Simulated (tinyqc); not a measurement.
Well width from the intersubband spacing.

Question. In an empty well of width L and depth Vb, level k solves kw L/2 = (k - 1) pi/2 + arctan(sqrt((mw/mb)(Vb - E)/E)) with kw = sqrt(mw E/C), C = hbar^2/(2 m0). Find L, E1 and E2 from the spacing.

Parameters, values chosen for the exercise; material values close to those of GaN in AlGaN:
- mw = 0.196 m0 (mass along z in the well)
- mb = 0.256 m0 (mass along z in the barriers)
- Vb = 0.403 eV (barrier height)

Constants: q = 1.602176634e-19 C, hbar = 1.054571817e-34 J s, m0 = 9.1093837015e-31 kg, hbar^2/(2 m0) = 0.0380998212 eV nm^2. Results are converted to the units shown.

E2 - E1 = 7.9593247 meV

Solution. Both levels are solved for trial widths until their difference matches. A second level is bound only for L above 2.18 nm, and over that range one width gives this spacing.

L = 25.3 nm
E1 = 2.65 meV
E2 = 10.6 meV

tinyqc, about 0.5 s, one thread, Intel Xeon 2.30GHz (shared host): `OMP_NUM_THREADS=1 python tinyqc.py 2140069 2140070 out.jsonl`
